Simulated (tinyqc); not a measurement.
# Vertical double-diffused power MOSFET, components of the on-resistance: two studies

Stripe cells of pitch Wp + a, two channels a cell. Current flows through the channels, spreads in the accumulation layer, passes the gap between the p bodies and spreads at 45 degrees into the drift layer below them. Low drain voltage, full ionisation.

Values chosen for this exercise; bulk values close to those of silicon: temperature T = 450 K; relative permittivity eps_r = 12; critical-field constant Kc = 4100 V/cm per (cm^-3)^(1/8); rated breakdown voltage of the drift layer BV = 30 V; drift mobility at 300 K mud = 1230 cm^2/(V s); temperature exponent of the drift mobility bt = 2.3; gate oxide thickness (eps_r 3.9) tox = 57 nm; gate overdrive Vov = 11 V; channel mobility mch = 230 cm^2/(V s); accumulation-layer mobility mac = 340 cm^2/(V s); channel length Lc = 1.3 um; width of the p body in one cell, channels included Wp = 3.6 um; gap between neighbouring p bodies a = 1.4 um; depth of the p body xp = 0.8 um; doping of the gap over the drift doping Nj = 2; built-in voltage of the body junction Vbi = 0.634 V; substrate and contact resistance Rs = 0.07 mohm cm^2.

Constants: q = 1.602176634e-19 C, eps0 = 8.8541878128e-14 F/cm where lengths are in cm. Results are converted to the units shown.

Each table varies one quantity; the others keep the values above.

## On-resistance against the doping of the gap over the drift doping

Triangular field at breakdown with Ec = Kc N^(1/8): BV = eps0 eps_r Ec^2/(2 q N), so N = (eps0 eps_r Kc^2/(2 q BV))^(4/3); W = 2 BV/Ec; mu = mud (T/300 K)^(-bt); rho = 1/(q mu N); ideal resistance rho W. Pitch p = Wp + a, Cox = 3.9 eps0/tox; zero-bias depletion in the gap w0 = sqrt(2 eps0 eps_r Vbi/(q N Nj)), open gap g = a - 2 w0; R_ch = Lc p/(2 mch Cox Vov); R_acc = 0.6 a p/(4 mac Cox Vov), 0.6 being an empirical factor for current leaving the layer along its length; R_gap = (rho/Nj) xp p/g; spreading depth t = min(W, (p - g)/2); R_drift = (rho p/2) ln((g + 2 t)/g) + rho (W - t); R_on = the sum with Rs.

The same in every row: R_ch (mohm cm^2) = 0.2120; R_acc (mohm cm^2) = 0.04634; ideal (mohm cm^2) = 0.07451.

On-resistance against the doping of the gap over the drift doping:

| Nj | R_gap (mohm cm^2) | R_drift (mohm cm^2) | R_on (mohm cm^2) | largest term |
|---|---|---|---|---|
| 1 | 0.2222 | 0.1807 | 0.7313 | gap |
| 1.5 | 0.1385 | 0.1739 | 0.6408 | channel |
| 2 | 0.1000 | 0.1701 | 0.5986 | channel |
| 3 | 0.06387 | 0.1659 | 0.5582 | channel |
| 5 | 0.03677 | 0.1619 | 0.5270 | channel |
| 8 | 0.02232 | 0.1591 | 0.5098 | channel |
| 12 | 0.01460 | 0.1573 | 0.5002 | channel |

R_on falls from 0.731 to 0.500 mohm cm^2. The gap term is the largest at Nj = 1, the channel term from 1.5 on. R_on is 9.81 times the ideal drift resistance in the first row and 6.71 times in the last.

## On-resistance against the gap between neighbouring p bodies

Same model as above.

The same in every row: ideal (mohm cm^2) = 0.074509.

Result of one run:

| a (um) | R_ch (mohm cm^2) | R_acc (mohm cm^2) | R_gap (mohm cm^2) | R_drift (mohm cm^2) | R_on (mohm cm^2) | largest term |
|---|---|---|---|---|---|---|
| 0.62 | 0.17896 | 0.017321 | 0.27331 | 0.25591 | 0.79550 | gap |

What becomes of these results when the gap between neighbouring p bodies a is changed from 0.62 to 9 um, all else the same?

Result of the changed run:

| a (um) | R_ch (mohm cm^2) | R_acc (mohm cm^2) | R_gap (mohm cm^2) | R_drift (mohm cm^2) | R_on (mohm cm^2) | largest term |
|---|---|---|---|---|---|---|
| 9 | 0.53435 | 0.75075 | 0.032596 | 0.093971 | 1.4817 | accumulation |

The whole series:

| a (um) | R_ch (mohm cm^2) | R_acc (mohm cm^2) | R_gap (mohm cm^2) | R_drift (mohm cm^2) | R_on (mohm cm^2) | largest term |
|---|---|---|---|---|---|---|
| 0.4 | 0.16963 | 0.010593 | 0.70208 | 0.34649 | 1.2988 | gap |
| 0.62 | 0.17896 | 0.017321 | 0.27331 | 0.25591 | 0.79550 | gap |
| 0.97 | 0.19381 | 0.029347 | 0.14770 | 0.20176 | 0.64262 | drift |
| 1.5 | 0.21628 | 0.050646 | 0.093731 | 0.16510 | 0.59576 | channel |
| 2.4 | 0.25445 | 0.095333 | 0.063648 | 0.13659 | 0.62002 | channel |
| 3.7 | 0.30958 | 0.17882 | 0.048077 | 0.11764 | 0.72411 | channel |
| 5.8 | 0.39864 | 0.36094 | 0.038393 | 0.10356 | 0.97154 | channel |
| 9 | 0.53435 | 0.75075 | 0.032596 | 0.093971 | 1.4817 | accumulation |
| 14 | 0.74639 | 1.6313 | 0.028948 | 0.087366 | 2.5640 | accumulation |

R_on goes from 1.30 through a minimum of 0.596 (at a = 1.5 among the rows listed) to 2.56 mohm cm^2. The gap term is the largest at a = 0.4, the drift term from 0.97, the channel term from 1.5, the accumulation term from 9 on. R_on is 17.4 times the ideal drift resistance in the first row and 34.4 times in the last. A narrow gap chokes the current while a wide one lengthens the pitch and so dilutes the channels, which gives the minimum.

Numbers from tinyqc (`OMP_NUM_THREADS=1 python tinyqc.py 2230066 2230067 out.jsonl`; about 0.01 s on one thread of a shared Intel Xeon 2.30GHz).
